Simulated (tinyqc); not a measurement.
# Illuminated p-n diode, drift-diffusion by the Gummel loop with Scharfetter-Gummel fluxes: two studies

Abrupt junction at x = 0, p side from -Lp, n side to Ln, ohmic contacts. psi is counted from the intrinsic level; n = ni exp((psi - phin)/Vt), p = ni exp((phip - psi)/Vt). Contacts: p side psi = V - Vt ln(Na/ni), p = Na, n = ni^2/Na; n side psi = Vt ln(Nd/ni), n = Nd, p = ni^2/Nd. Constant mobilities, D = mu Vt, Boltzmann statistics, SRH recombination through a mid-gap level, U = (n p - ni^2)/(tp (n + ni) + tn (p + ni)). Current is positive from the p contact to the n contact.

Inputs (values chosen for the exercise); band and dielectric values close to those of silicon: temperature T = 300 K; band gap Eg = 1.1 eV; relative permittivity eps_r = 11.9; conduction-band density of states at T Nc = 2.75e19 cm^-3; valence-band density of states at T Nv = 2.66e19 cm^-3; acceptor density of the p side Na = 7.2e15 cm^-3; donor density of the n side Nd = 2.9e17 cm^-3; electron mobility mun = 720 cm^2/(V s); hole mobility mup = 360 cm^2/(V s); SRH lifetime of electrons tn = 4e-8 s; SRH lifetime of holes tp = 1e-8 s; length of the p side Lp = 1.4 um; length of the n side Ln = 4.3 um; uniform generation rate G = 1e19 cm^-3 s^-1.

Constants: q = 1.602176634e-19 C, kB = 1.380649e-23 J/K, Vt = kB T/q, eps0 = 8.8541878128e-14 F/cm where lengths are in cm. Results are converted to the units shown.

Each table varies one quantity; the others keep the values above.

## Current against voltage in the dark

ni = sqrt(Nc Nv) exp(-Eg/(2 Vt)), Eg in volts. Poisson and both continuity equations are solved self-consistently with Scharfetter-Gummel fluxes on a graded mesh of 500 nodes. J_scr is q times the integral of U between -xp and xn. Ideal diffusion current J_id = q ni^2 [Dn coth(wp/Le)/(Le Na) + Dp coth(wn/Lh)/(Lh Nd)] (exp(V/Vt) - 1), Le = sqrt(Dn tn), Lh = sqrt(Dp tp), wp = Lp - xp, wn = Ln - xn, with xp and xn from the depletion approximation (W = sqrt(2 eps0 eps_r (Vbi - V)(1/Na + 1/Nd)/q), xp = W Nd/(Na + Nd), xn = W Na/(Na + Nd), Vbi = Vt ln(Na Nd/ni^2)). Ideality factor = 0.004 V/(Vt ln[J(V + 0.004 V)/J(V)]). Here G = 0.

In this table G = 0 cm^-3 s^-1.

Current against voltage in the dark:
columns A: V (V); B: J (A/cm^2); C: ideality factor; D: J_scr/J (%); E: J_id (A/cm^2); F: share recombining at the contacts (%); G: larger minority/doping at -xp and xn
```
A           B     C      D        E     F        G
0.15  4.08e-6  1.71   92.4  3.14e-7  7.49  2.34e-9
0.22  2.09e-5  1.56   78.2  4.64e-6  21.6  3.47e-8
0.28  1.03e-4  1.34   55.5  4.65e-5  44.0  3.49e-7
0.34  6.58e-4  1.16   30.5  4.66e-4  68.7  3.50e-6
0.4   0.00529  1.07   13.6  0.00466  85.4  3.50e-5
0.46   0.0483  1.03   5.53   0.0466  93.3  3.46e-4
0.53    0.675  1.02   1.91    0.683  96.8  0.00489
0.59     6.45  1.04  0.777     6.80  97.9   0.0439
0.65     54.0  1.19  0.320     67.5  98.4    0.306
```

What does the table show?

J rises from 4.08e-6 to 54.0 A/cm^2; the ideality factor goes from 1.71 through a minimum of 1.02 (at V = 0.53 V among the rows listed) to 1.19. Recombination in the depleted layer carries over half of the current up to V = 0.28 V, where the factor is 1.34; it grows roughly as exp(V/2 Vt), so diffusion overtakes it. Where the factor is lowest (V = 0.53 V), J is 1.1 % below the ideal diffusion current. From V = 0.65 V on the minority density at an edge of the layer exceeds a tenth of the doping, and in the last row J is 20 % below the ideal value.

## Solar-cell figures against the acceptor density of the p side

Jsc = -J(0), collected share Jsc/(q G (Lp + Ln)), estimate q G [W + Le tanh(wp/2 Le) + Lh tanh(wn/2 Lh)] at V = 0 with Le = sqrt(Dn tn), Lh = sqrt(Dp tp), W, wp = Lp - xp and wn = Ln - xn from the depletion approximation; J(Voc) = 0; Vmp maximises -J V; FF = Pmax/(Jsc Voc).

Result of one run:
```
Na (cm^-3)  Jsc (mA/cm^2)  collected share (%)  estimate of Jsc (mA/cm^2)  Voc (V)  Vmp (V)     FF  Pmax (mW/cm^2)
9.2e16              0.419                 45.9                      0.420    0.395    0.318  0.717           0.119
```

What becomes of these results when the acceptor density of the p side Na is changed from 9.2e16 to 3.9e16 cm^-3, all else the same?

Result of the changed run:
```
Na (cm^-3)  Jsc (mA/cm^2)  collected share (%)  estimate of Jsc (mA/cm^2)  Voc (V)  Vmp (V)     FF  Pmax (mW/cm^2)
3.9e16              0.423                 46.3                      0.424    0.373    0.298  0.705           0.111
```

The whole series:
```
Na (cm^-3)  Jsc (mA/cm^2)  collected share (%)  estimate of Jsc (mA/cm^2)  Voc (V)  Vmp (V)     FF  Pmax (mW/cm^2)
7.2e15              0.438                 48.0                      0.440    0.327    0.257  0.678          0.0971
1.7e16              0.429                 47.0                      0.430    0.350    0.278  0.693           0.104
3.9e16              0.423                 46.3                      0.424    0.373    0.298  0.705           0.111
9.2e16              0.419                 45.9                      0.420    0.395    0.318  0.717           0.119
2.2e17              0.417                 45.7                      0.418    0.415    0.337  0.728           0.126
```

As Na rises from 7.2e15 to 2.2e17, the collected share falls from 48.0 to 45.7 %, Voc rises from 0.327 to 0.415 V and FF rises from 0.678 to 0.728. The estimate of Jsc is within 0.35 % in all rows.

Numbers from tinyqc (`OMP_NUM_THREADS=1 python tinyqc.py 2240058 2240059 out.jsonl`; about 0.6 s on one thread of a shared Intel Xeon 2.30GHz).
